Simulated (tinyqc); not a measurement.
Inside a calculation (part 3 of 3). Method: UHF in the 6-31g basis, for H4, spin multiplicity 3. Computed by tinyqc, a small Python program that keeps every step (integrals from PySCF). Command: `OMP_NUM_THREADS=1 python tinyqc.py 21178 21179 out.jsonl` (the two numbers bound the seeds that draw the settings). One thread of a shared host (Intel(R) Xeon(R) Processor @ 2.60GHz), about 0.1 s of CPU time with the checks.

Geometry (angstrom):
```
atom         x         y         z
H     0.000000  0.000000  0.000000
H     0.000000  0.000000  0.889000
H     0.000000  0.000000  2.376000
H     0.000000  0.000000  3.265000
```

## Iteration 2: DIIS over 2 matrices

error matrix X^T (FDS - SDF) X (alpha):
```
           1          2          3          4          5          6          7          8
1   0.000000   0.033354  -0.000989  -0.012938  -0.019120   0.070367  -0.057255  -0.074689
2  -0.033354   0.000000  -0.005913  -0.006424  -0.003094  -0.019316  -0.051998   0.061553
3   0.000989   0.005913   0.000000   0.003271  -0.003835   0.021952   0.071538   0.041338
4   0.012938   0.006424  -0.003271   0.000000  -0.002075   0.034187   0.031859   0.089332
5   0.019120   0.003094   0.003835   0.002075   0.000000   0.018711  -0.044539  -0.007832
6  -0.070367   0.019316  -0.021952  -0.034187  -0.018711   0.000000   0.008788  -0.028945
7   0.057255   0.051998  -0.071538  -0.031859   0.044539  -0.008788   0.000000   0.001920
8   0.074689  -0.061553  -0.041338  -0.089332   0.007832   0.028945  -0.001920   0.000000
```

B (overlaps of the stored error matrices):
```
               1              2
1  1.6657811e+00  3.2976270e-01
2  3.2976270e-01  1.2212074e-01
```

Minimise |sum c_i e_i|^2 with sum c_i = 1: solve [B -1; -1 0][c; lambda] = [0; -1] with B_ij = tr e_i^T e_j summed over both spins, and take F = sum c_i F_i.

DIIS coefficients: -0.184018  1.184018

extrapolated F(alpha) (hartree):
```
           1H 1s      1H 2s      2H 1s      2H 2s      3H 1s      3H 2s      4H 1s      4H 2s
1H 1s  -0.468189  -0.763649  -0.591963  -0.612130  -0.003085  -0.103840  -0.007940  -0.019833
1H 2s  -0.763649  -0.560883  -0.616344  -0.540101  -0.082640  -0.177937  -0.013744  -0.054616
2H 1s  -0.591963  -0.616344  -0.407139  -0.758816  -0.185502  -0.343489   0.009289  -0.084362
2H 2s  -0.612130  -0.540101  -0.758816  -0.605696  -0.264387  -0.331342  -0.080652  -0.153904
3H 1s  -0.003085  -0.082640  -0.185502  -0.264387   0.046991  -0.496050  -0.440144  -0.447430
3H 2s  -0.103840  -0.177937  -0.343489  -0.331342  -0.496050  -0.412238  -0.404221  -0.347640
4H 1s  -0.007940  -0.013744   0.009289  -0.080652  -0.440144  -0.404221   0.118803  -0.434319
4H 2s  -0.019833  -0.054616  -0.084362  -0.153904  -0.447430  -0.347640  -0.434319  -0.287673
```

extrapolated F(beta) (hartree):
```
           1H 1s      1H 2s      2H 1s      2H 2s      3H 1s      3H 2s      4H 1s      4H 2s
1H 1s   0.406883  -0.125495  -0.187620  -0.148320  -0.005272  -0.044533  -0.001333  -0.008362
1H 2s  -0.125495  -0.020654  -0.165804  -0.079080  -0.046753  -0.068749  -0.019772  -0.036798
2H 1s  -0.187620  -0.165804   0.325230  -0.160861  -0.080766  -0.104017  -0.015248  -0.047114
2H 2s  -0.148320  -0.079080  -0.160861  -0.059050  -0.152461  -0.112906  -0.110516  -0.122366
3H 1s  -0.005272  -0.046753  -0.080766  -0.152461   0.134397  -0.401386  -0.459742  -0.435082
3H 2s  -0.044533  -0.068749  -0.104017  -0.112906  -0.401386  -0.273408  -0.424499  -0.326151
4H 1s  -0.001333  -0.019772  -0.015248  -0.110516  -0.459742  -0.424499   0.154122  -0.421052
4H 2s  -0.008362  -0.036798  -0.047114  -0.122366  -0.435082  -0.326151  -0.421052  -0.273762
```

## Iteration 2: diagonalisation and new density

X:
```
               1          2          3          4          5          6          7         8
1H 1s   0.183826  -0.599550   0.798549   0.467847  -0.428010   0.585565   0.252225  0.143907
1H 2s  -1.773610   1.317887  -0.699370  -0.428123  -0.193347   0.226554   0.273084  0.200830
2H 1s  -0.652284   0.543251   0.326684   0.721249   0.716681  -0.388399   0.205567  0.174026
2H 2s   2.942373  -1.075505  -0.399036  -0.421100   0.069072  -0.245002   0.194424  0.253770
3H 1s   0.652284   0.543251  -0.326684   0.721249  -0.716681  -0.388399  -0.205567  0.174026
3H 2s  -2.942373  -1.075505   0.399036  -0.421100  -0.069072  -0.245002  -0.194424  0.253770
4H 1s  -0.183826  -0.599550  -0.798549   0.467847   0.428010   0.585565  -0.252225  0.143907
4H 2s   1.773610   1.317887   0.699370  -0.428123   0.193347   0.226554  -0.273084  0.200830
```

Diagonalise F' = X^T F X, C = X C', fill 3 alpha and 1 beta electrons from the bottom; D(s) = C_occ C_occ^T. Each column has its largest component positive (the first on a tie).

F' = X^T F X (alpha) (hartree):
```
           1          2          3          4          5          6          7          8
1   0.911058   0.060351  -0.096748   0.007448  -0.460749   0.008822   0.007315   0.012262
2   0.060351   0.982846   0.066782   0.106428  -0.039696  -0.575517   0.006098   0.008542
3  -0.096748   0.066782   0.927477  -0.108304  -0.118905  -0.089178  -0.050566  -0.076680
4   0.007448   0.106428  -0.108304   0.792135  -0.053052  -0.003483  -0.104593  -0.209435
5  -0.460749  -0.039696  -0.118905  -0.053052   0.607933   0.252173  -0.005649  -0.029361
6   0.008822  -0.575517  -0.089178  -0.003483   0.252173   0.096341  -0.088490   0.011655
7   0.007315   0.006098  -0.050566  -0.104593  -0.005649  -0.088490  -0.650413  -0.183685
8   0.012262   0.008542  -0.076680  -0.209435  -0.029361   0.011655  -0.183685  -0.761715
```

orbital energies (alpha) (hartree): MO1 -0.937712, MO2 -0.535179, MO3 -0.244040, MO4 0.296476, MO5 0.751325, MO6 0.996167, MO7 1.162915, MO8 1.415709

coefficients C (alpha):
```
             MO1        MO2        MO3        MO4        MO5        MO6        MO7        MO8
1H 1s   0.389898  -0.199424  -0.286854  -0.048730   0.959928  -0.657342   0.448753   0.169792
1H 2s   0.221344  -0.347080  -1.008137   1.014000  -0.843763   0.729572  -1.514951   0.072559
2H 1s   0.373855   0.042317   0.287341  -0.259732   0.480588   0.462242  -1.159937  -0.053617
2H 2s   0.228191   0.211811   1.057551  -1.263739  -0.570565  -0.380040   2.598335  -0.533030
3H 1s   0.066427   0.293058  -0.051335   0.189236   0.320550   0.567090   0.467761  -1.145714
3H 2s   0.047500   0.349105   0.063084   1.883030   0.288971  -0.598632  -1.628345   1.884288
4H 1s   0.017452   0.238555  -0.203497  -0.091777   0.196347   0.808582   0.410530   0.944606
4H 2s  -0.006320   0.206052  -0.472568  -1.585552  -0.520424  -0.540492   0.306923  -1.523671
```

F' = X^T F X (beta) (hartree):
```
           1          2          3          4          5          6          7          8
1   0.937189   0.045817  -0.081477   0.016939  -0.446444  -0.004227  -0.020066  -0.005836
2   0.045817   1.060698   0.035813   0.094638  -0.020622  -0.522894   0.004407  -0.029355
3  -0.081477   0.035813   1.010876  -0.045529  -0.154251  -0.005584   0.092493   0.038640
4   0.016939   0.094638  -0.045529   0.888464  -0.016426   0.008968   0.054125  -0.041794
5  -0.446444  -0.020622  -0.154251  -0.016426   0.852966   0.033461  -0.025924   0.011246
6  -0.004227  -0.522894  -0.005584   0.008968   0.033461   0.576834   0.040497  -0.017216
7  -0.020066   0.004407   0.092493   0.054125  -0.025924   0.040497  -0.239885   0.188975
8  -0.005836  -0.029355   0.038640  -0.041794   0.011246  -0.017216   0.188975  -0.331699
```

orbital energies (beta) (hartree): MO1 -0.487205, MO2 -0.100971, MO3 0.233997, MO4 0.405240, MO5 0.876081, MO6 1.071245, MO7 1.312250, MO8 1.444806

coefficients C (beta):
```
             MO1        MO2        MO3        MO4        MO5        MO6        MO7        MO8
1H 1s   0.008022   0.188672   0.100597  -0.064818   0.760202   0.652642   0.841986   0.312166
1H 2s   0.033981   0.375904   1.205975   1.281178  -0.422354  -0.050147  -1.525938  -0.104439
2H 1s   0.035726   0.234495  -0.132292  -0.178739   0.713550   0.237386  -1.175833  -0.175337
2H 2s  -0.034356   0.399423  -1.045229  -1.662674  -0.727321  -1.005708   2.157035  -0.326915
3H 1s   0.294948  -0.019703  -0.079169   0.189608   0.458562  -0.586620   0.389525  -1.117503
3H 2s   0.298473  -0.060088  -0.437351   1.930814  -0.008691   1.261662  -1.288657   1.747371
4H 1s   0.282649  -0.065159   0.115247  -0.022671   0.395462  -0.851425  -0.020507   0.938377
4H 2s   0.343989  -0.109377   0.642075  -1.586815  -0.515658   0.237409   0.526931  -1.448477
```

D(alpha) after iteration 2:
```
           1H 1s      1H 2s      2H 1s      2H 2s      3H 1s      3H 2s      4H 1s      4H 2s
1H 1s   0.274076   0.444706   0.054902  -0.256631  -0.017818  -0.069195   0.017605   0.092002
1H 2s   0.444706   1.185797  -0.221616  -1.089162  -0.035259  -0.174250   0.126218   0.403498
2H 1s   0.054902  -0.221616   0.224123   0.398151   0.022485   0.050658  -0.041854  -0.129431
2H 2s  -0.256631  -1.089162   0.398151   1.215349   0.022942   0.151498  -0.160698  -0.457563
3H 1s  -0.017818  -0.035259   0.022485   0.022942   0.092931   0.102225   0.081516   0.084224
3H 2s  -0.069195  -0.174250   0.050658   0.151498   0.102225   0.128110   0.071272   0.041822
4H 1s   0.017605   0.126218  -0.041854  -0.160698   0.081516   0.071272   0.098624   0.145211
4H 2s   0.092002   0.403498  -0.129431  -0.457563   0.084224   0.041822   0.145211   0.265818
```

D(beta) after iteration 2:
```
           1H 1s      1H 2s      2H 1s      2H 2s      3H 1s      3H 2s      4H 1s      4H 2s
1H 1s   0.000064   0.000273   0.000287  -0.000276   0.002366   0.002394   0.002267   0.002759
1H 2s   0.000273   0.001155   0.001214  -0.001167   0.010023   0.010143   0.009605   0.011689
2H 1s   0.000287   0.001214   0.001276  -0.001227   0.010537   0.010663   0.010098   0.012289
2H 2s  -0.000276  -0.001167  -0.001227   0.001180  -0.010133  -0.010254  -0.009711  -0.011818
3H 1s   0.002366   0.010023   0.010537  -0.010133   0.086994   0.088034   0.083367   0.101459
3H 2s   0.002394   0.010143   0.010663  -0.010254   0.088034   0.089086   0.084363   0.102671
4H 1s   0.002267   0.009605   0.010098  -0.009711   0.083367   0.084363   0.079891   0.097228
4H 2s   0.002759   0.011689   0.012289  -0.011818   0.101459   0.102671   0.097228   0.118329
```

## Iteration 12 (converged): orbitals

converged F(alpha) (hartree):
```
           1H 1s      1H 2s      2H 1s      2H 2s      3H 1s      3H 2s      4H 1s      4H 2s
1H 1s  -0.331295  -0.677454  -0.508853  -0.538794   0.001641  -0.087833  -0.001918  -0.012256
1H 2s  -0.677454  -0.500620  -0.538634  -0.477680  -0.064792  -0.153954  -0.014255  -0.048513
2H 1s  -0.508853  -0.538634  -0.318817  -0.675896  -0.154944  -0.304205   0.009016  -0.074663
2H 2s  -0.538794  -0.477680  -0.675896  -0.531227  -0.221790  -0.288380  -0.088614  -0.145855
3H 1s   0.001641  -0.064792  -0.154944  -0.221790   0.083804  -0.457079  -0.462261  -0.441689
3H 2s  -0.087833  -0.153954  -0.304205  -0.288380  -0.457079  -0.398517  -0.461556  -0.380934
4H 1s  -0.001918  -0.014255   0.009016  -0.088614  -0.462261  -0.461556  -0.053414  -0.519103
4H 2s  -0.012256  -0.048513  -0.074663  -0.145855  -0.441689  -0.380934  -0.519103  -0.362008
```

converged F(beta) (hartree):
```
           1H 1s      1H 2s      2H 1s      2H 2s      3H 1s      3H 2s      4H 1s      4H 2s
1H 1s   0.396368  -0.125709  -0.192452  -0.158198  -0.024341  -0.066148  -0.013046  -0.024622
1H 2s  -0.125709  -0.004400  -0.169741  -0.085354  -0.088403  -0.110692  -0.041573  -0.068325
2H 1s  -0.192452  -0.169741   0.351094  -0.179673  -0.139502  -0.162245  -0.046155  -0.090860
2H 2s  -0.158198  -0.085354  -0.179673  -0.098804  -0.239357  -0.199616  -0.142068  -0.176282
3H 1s  -0.024341  -0.088403  -0.139502  -0.239357   0.009815  -0.490075  -0.442398  -0.450792
3H 2s  -0.066148  -0.110692  -0.162245  -0.199616  -0.490075  -0.364758  -0.408831  -0.350831
4H 1s  -0.013046  -0.041573  -0.046155  -0.142068  -0.442398  -0.408831   0.176036  -0.370242
4H 2s  -0.024622  -0.068325  -0.090860  -0.176282  -0.450792  -0.350831  -0.370242  -0.259578
```

As before.

F' = X^T F X (alpha) (hartree):
```
           1          2          3          4          5          6          7          8
1   0.878484   0.043509  -0.105899   0.016100  -0.465713   0.026219  -0.000719   0.004834
2   0.043509   0.950041   0.022137   0.124773  -0.010389  -0.551288  -0.005106   0.006402
3  -0.105899   0.022137   0.884760  -0.059829  -0.108087  -0.028597  -0.039904  -0.037408
4   0.016100   0.124773  -0.059829   0.775482  -0.063907  -0.003560  -0.062948  -0.173923
5  -0.465713  -0.010389  -0.108087  -0.063907   0.583619   0.213064   0.030890  -0.069594
6   0.026219  -0.551288  -0.028597  -0.003560   0.213064   0.104849  -0.016474  -0.039344
7  -0.000719  -0.005106  -0.039904  -0.062948   0.030890  -0.016474  -0.637564  -0.103071
8   0.004834   0.006402  -0.037408  -0.173923  -0.069594  -0.039344  -0.103071  -0.707904
```

orbital energies (alpha) (hartree): MO1 -0.807406, MO2 -0.570125, MO3 -0.240493, MO4 0.273317, MO5 0.754836, MO6 0.934381, MO7 1.153019, MO8 1.334239

coefficients C (alpha):
```
            MO1        MO2        MO3        MO4        MO5        MO6        MO7        MO8
1H 1s  0.351230  -0.145086   0.283887  -0.037117   0.858918  -0.687181   0.616248   0.210043
1H 2s  0.231974  -0.211534   1.118712   0.973613  -0.709130   0.530271  -1.632053   0.113565
2H 1s  0.356910  -0.012372  -0.291273  -0.224401   0.560889   0.121751  -1.221568  -0.012802
2H 2s  0.264753   0.053466  -1.115631  -1.281387  -0.609644   0.188073   2.541868  -0.700112
3H 1s  0.067426   0.256630  -0.014706   0.218187   0.372899   0.407190   0.280520  -1.258082
3H 2s  0.031049   0.243859  -0.089974   1.923250   0.167585  -0.668098  -1.328391   2.076378
4H 1s  0.038178   0.328143   0.164678  -0.068782   0.363482   0.945850   0.297032   0.777339
4H 2s  0.026238   0.342968   0.378163  -1.590233  -0.593600  -0.607533   0.291112  -1.470434
```

F' = X^T F X (beta) (hartree):
```
           1          2          3          4          5          6          7          8
1   0.928066   0.004371  -0.095407   0.006973  -0.443477  -0.003214  -0.027235   0.003254
2   0.004371   1.031458   0.008594   0.113616  -0.004154  -0.512050   0.001327   0.003999
3  -0.095407   0.008594   0.979926  -0.001849  -0.142237  -0.004533   0.081766   0.030536
4   0.006973   0.113616  -0.001849   0.874354   0.020807   0.011753   0.054200  -0.054292
5  -0.443477  -0.004154  -0.142237   0.020807   0.829295  -0.023759  -0.029241   0.054862
6  -0.003214  -0.512050  -0.004533   0.011753  -0.023759   0.538590  -0.007279   0.047293
7  -0.027235   0.001327   0.081766   0.054200  -0.029241  -0.007279  -0.186549   0.197811
8   0.003254   0.003999   0.030536  -0.054292   0.054862   0.047293   0.197811  -0.406616
```

orbital energies (beta) (hartree): MO1 -0.533635, MO2 -0.078759, MO3 0.211567, MO4 0.388088, MO5 0.869071, MO6 1.033920, MO7 1.327450, MO8 1.370825

coefficients C (beta):
```
            MO1        MO2        MO3        MO4        MO5        MO6        MO7        MO8
1H 1s  0.025381   0.208160   0.123577   0.019563   0.658303   0.803390  -0.435296   0.729595
1H 2s  0.025723   0.346523   0.855393  -1.525817  -0.559858  -0.184130   1.154354  -0.947686
2H 1s  0.072984   0.217135  -0.067612   0.179959   0.582830   0.348771   0.905234  -0.845183
2H 2s  0.045523   0.394392  -0.580767   1.903748  -0.298393  -1.055063  -2.019724   0.957695
3H 1s  0.322234  -0.053376  -0.116965  -0.191220   0.561603  -0.398277  -0.966359  -0.720933
3H 2s  0.419915  -0.052229  -0.843413  -1.710371  -0.410542   1.105783   2.132630   0.750096
4H 1s  0.238050  -0.107876   0.139984  -0.032811   0.584209  -0.803373   0.532869   0.707520
4H 2s  0.183316  -0.211546   1.048553   1.389265  -0.468060   0.202709  -1.284911  -0.859941
```

D(alpha) after iteration 12:
```
           1H 1s      1H 2s      2H 1s      2H 2s      3H 1s      3H 2s      4H 1s      4H 2s
1H 1s   0.225005   0.429755   0.044464  -0.231481  -0.017726  -0.050018   0.012551   0.066812
1H 2s   0.429755   1.350075  -0.240439  -1.197964  -0.055097  -0.145037   0.123670   0.356593
2H 1s   0.044464  -0.240439   0.212378   0.418784   0.025174   0.034272  -0.038400  -0.105027
2H 2s  -0.231481  -1.197964   0.418784   1.317584   0.047979   0.121637  -0.156068  -0.396606
3H 1s  -0.017726  -0.055097   0.025174   0.047979   0.070621   0.065998   0.084364   0.084224
3H 2s  -0.050018  -0.145037   0.034272   0.121637   0.065998   0.068527   0.066389   0.050426
4H 1s   0.012551   0.123670  -0.038400  -0.156068   0.084364   0.066389   0.136255   0.175820
4H 2s   0.066812   0.356593  -0.105027  -0.396606   0.084224   0.050426   0.175820   0.261323
```

D(beta) after iteration 12:
```
          1H 1s     1H 2s     2H 1s     2H 2s     3H 1s     3H 2s     4H 1s     4H 2s
1H 1s  0.000644  0.000653  0.001852  0.001155  0.008179  0.010658  0.006042  0.004653
1H 2s  0.000653  0.000662  0.001877  0.001171  0.008289  0.010801  0.006123  0.004715
2H 1s  0.001852  0.001877  0.005327  0.003322  0.023518  0.030647  0.017374  0.013379
2H 2s  0.001155  0.001171  0.003322  0.002072  0.014669  0.019116  0.010837  0.008345
3H 1s  0.008179  0.008289  0.023518  0.014669  0.103835  0.135311  0.076708  0.059071
3H 2s  0.010658  0.010801  0.030647  0.019116  0.135311  0.176328  0.099961  0.076977
4H 1s  0.006042  0.006123  0.017374  0.010837  0.076708  0.099961  0.056668  0.043638
4H 2s  0.004653  0.004715  0.013379  0.008345  0.059071  0.076977  0.043638  0.033605
```

## Convergence

Stop when the energy changes by less than 1e-10 hartree and every element of the error matrix X^T (F D S - S D F) X (for each spin) is below 3e-06.

Course of the cycle:
```
iteration  E (hartree)     change  largest element of the error matrix
1           0.23496429          -                             3.45e-01
2          -1.84785658  -2.08e+00                             8.93e-02
3          -1.92876922  -8.09e-02                             2.08e-02
4          -1.93618456  -7.42e-03                             1.04e-02
5          -1.93819788  -2.01e-03                             6.17e-03
6          -1.93908037  -8.82e-04                             1.99e-03
7          -1.93916949  -8.91e-05                             6.35e-04
8          -1.93917562  -6.13e-06                             2.36e-04
9          -1.93917619  -5.66e-07                             8.65e-05
10         -1.93917629  -1.05e-07                             7.92e-06
11         -1.93917629  -1.05e-09                             1.21e-06
12         -1.93917629  -3.09e-11                             2.25e-07
```

PySCF UHF in the same basis, after a stability check = -1.93917629 hartree

Converged in 12 iterations.

## Populations, bond orders and dipole

overlap S:
```
          1H 1s     1H 2s     2H 1s     2H 2s     3H 1s     3H 2s     4H 1s     4H 2s
1H 1s  1.000000  0.658292  0.331289  0.454268  0.001051  0.046925  0.000003  0.004554
1H 2s  0.658292  1.000000  0.454268  0.796454  0.046925  0.196778  0.004554  0.046431
2H 1s  0.331289  0.454268  1.000000  0.658292  0.057222  0.233423  0.001051  0.046925
2H 2s  0.454268  0.796454  0.658292  1.000000  0.233423  0.529013  0.046925  0.196778
3H 1s  0.001051  0.046925  0.057222  0.233423  1.000000  0.658292  0.331289  0.454268
3H 2s  0.046925  0.196778  0.233423  0.529013  0.658292  1.000000  0.454268  0.796454
4H 1s  0.000003  0.004554  0.001051  0.046925  0.331289  0.454268  1.000000  0.658292
4H 2s  0.004554  0.046431  0.046925  0.196778  0.454268  0.796454  0.658292  1.000000
```

Mulliken: Z minus the diagonal of D S on the atom; Loewdin: the same with S^(1/2) D S^(1/2); Mayer order: 2 sum_s sum (D(s) S)_ij (D(s) S)_ji over the two atoms.

Charges (e):
```
atom   Mulliken    Loewdin  Mulliken spin
1H     0.020569   0.038362       0.962670
2H     0.038262   0.062658       0.882678
3H    -0.056400  -0.047372      -0.228269
4H    -0.002431  -0.053648       0.382921
```

Mayer bond orders:
```
pair      order
2-1   -0.189561
3-1    0.037122
3-2    0.151686
4-1    0.028435
4-2    0.037939
4-3    0.755724
```

dipole moment about the origin, x y z (debye): 0.000000  0.000000  -0.516436

<S^2> of the determinant (pure state: 2) = 2.023801
